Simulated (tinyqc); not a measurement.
# Current crowding under a contact, resistor ladder against the transmission-line model: two studies

A metal contact of length d and width W on a thin layer of the same width. The metal has no resistance, the sheet resistance under it equals Rsh, and current enters the layer at the front edge x = 0.

Inputs (values chosen for the exercise):

| symbol | value | unit | meaning |
|---|---|---|---|
| Rsh | 31 | ohm/sq | sheet resistance of the semiconductor layer |
| rc | 4.3e-8 | ohm cm^2 | specific contact resistivity |
| d | 0.32 | um | contact length |
| W | 17 | um | contact width |

Each table varies one quantity; the others keep the values above.

## Effect of the contact resistivity

Transfer length Lt = sqrt(rc/Rsh); front resistance Rc = (Rsh Lt/W) coth(d/Lt); end resistance Re = (Rsh Lt/W)/sinh(d/Lt).

Effect of the contact resistivity:
```
rc (ohm cm^2)  Lt (um)    d/Lt  Rc W (ohm um)
1.2e-9         0.06222   5.143          1.929
3e-9           0.09837   3.253          3.059
7.7e-9          0.1576   2.030          5.057
2e-8            0.2540   1.260          9.252
5e-8            0.4016  0.7968          18.80
1.3e-7          0.6476  0.4942          43.88
3.3e-7           1.032  0.3102          106.4
8.4e-7           1.646  0.1944          265.8
2.1e-6           2.603  0.1229          659.6
```

Rc W rises from 1.93 to 660 ohm um, as rc^(0.50) between the first two rows (d/Lt = 5.1) and rc^(0.99) between the last two (d/Lt = 0.12); a long contact gives the power 1/2 and a short one 1.

## Convergence with the number of cells

Cut the contact into n cells of length hc = d/n. Neighbouring cell centres are joined by a = W/(Rsh hc), each centre joins the metal (0 V) by g = W hc/rc, and I enters cell 1 through half a cell: -a v_(i-1) + b_i v_i - a v_(i+1) = I for i = 1 and 0 otherwise, b_i = g + 2 a (g + a at both ends). Rc = v_1/I + 1/(2 a). The error is against Transfer length Lt = sqrt(rc/Rsh); front resistance Rc = (Rsh Lt/W) coth(d/Lt); end resistance Re = (Rsh Lt/W)/sinh(d/Lt).

Convergence with the number of cells:
```
n     hc/Lt  Rc (ohm)  error (%)
1    0.8592     1.082       10.9
2    0.4296     1.003       2.78
4    0.2148    0.9828      0.698
8    0.1074    0.9777      0.175
16  0.05370    0.9764     0.0437
32  0.02685    0.9761     0.0109
64  0.01343    0.9760    2.73e-3
```

The exact Rc is 0.97600 ohm. The error falls from 11 % to 0.0027 %, by a factor of 4.0 over the last doubling: second order in the cell length.

Numbers from tinyqc (`OMP_NUM_THREADS=1 python tinyqc.py 2760077 2760078 out.jsonl`; about 0.01 s on one thread of a shared Intel Xeon 2.30GHz).
